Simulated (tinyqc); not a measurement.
# A square-lattice strip 3 sites wide in a magnetic flux, recursive Green functions: effects of single changes

The device has N = 4 slices of 3 site(s), nearest-neighbour hopping -t, and site energies U; the leads are semi-infinite continuations with site energy 0 and no flux. The hopping from slice i to i + 1 inside the device carries the phase exp(2 pi i f j) on row j = 1, 2, ...: V = <i+1|H|i> = -t diag(exp(2 pi i f j)).

Values chosen for this exercise: hopping (matrix element -t) t = 1 eV; site energies, slice by slice (3 a slice) U = [-0.57, -0.09, 0.62, -0.59, 0.36, -0.65, -0.24, 0.37, -0.71, 0.12, 0.03, -0.21] eV; energy E = -0.38 eV; magnetic flux through each plaquette inside the device f = 0.17 h/q.

Each table varies one quantity; the others keep the values above.

## Effect of the flux

Transverse modes n = 1..3: chi_n(j) = sqrt(2/4) sin(pi n j/4), energy e_n = -2 t cos(pi n/4). Sigma = t^2 sum_n chi_n chi_n^T g(E - e_n), g(x) = (x - i sqrt(4 t^2 - x^2))/(2 t^2) for |x| < 2 t and (x - sign(x) sqrt(x^2 - 4 t^2))/(2 t^2) otherwise; Gamma = i (Sigma - Sigma^dagger); both leads give the same. Forward pass: g_1 = (E - H_1 - Sigma)^(-1), g_i = (E - H_i - V g_(i-1) V^dagger)^(-1), with Sigma also subtracted on the last slice; G_(i,1) = g_i V G_(i-1,1), starting from g_1. H_i is the block of slice i: its site energies on the diagonal and -t between neighbouring rows. T(E) = Tr[Gamma G_(N,1) Gamma G_(N,1)^dagger].

Effect of the flux:
```
f (h/q),T(E)
-0.5,1.0707
-0.4,1.0944
-0.3,1.4155
-0.2,1.8156
-0.1,2.3538
0,2.6329
0.1,2.3538
0.2,1.8156
0.3,1.4155
0.4,1.0944
0.5,1.0707
```

Read the table: what changes, and by how much?

T(E) is the same at f and -f, as it must be for two terminals, and repeats with period 1 in f. It is 2.63 without flux, 1.07 at half a quantum, and lies between 1.07 and 2.63 in these rows.

## The device repeated

Same model as above.

The list U is repeated k times, so the device has k N slices.

The device repeated:
```
k,T(E),ln T(E)
1,1.9198,0.65223
2,1.5721,0.45244
3,1.2162,0.19576
4,1.6184,0.48142
5,1.7293,0.54774
6,1.3360,0.28969
8,1.5052,0.40896
10,1.3386,0.29166
12,1.6567,0.50484
```

T(E) moves between 1.22 and 1.92 and does not die away: at least one band of the periodic structure that the repeats form is open at this energy.

## Effect of the strength of the potential

Same model as above.

All U are multiplied by the factor sc.

Effect of the strength of the potential:
```
sc,T(E),"reflection, modes - T(E)"
0,2.1071,0.89289
0.25,2.0688,0.93120
0.5,2.0226,0.97739
0.75,1.9730,1.0270
1,1.9198,1.0802
1.25,1.8574,1.1426
1.5,1.7772,1.2228
1.75,1.6755,1.3245
2,1.5561,1.4439
```

Read the table: what changes, and by how much?

T(E) falls from 2.11 to 1.56. At sc = 0 the flux alone reflects 0.893 of the 3 open mode(s).

Program tinyqc, `OMP_NUM_THREADS=1 python tinyqc.py 2660125 2660126 out.jsonl`; Intel Xeon 2.30GHz, shared host, one thread, about 0.02 s.
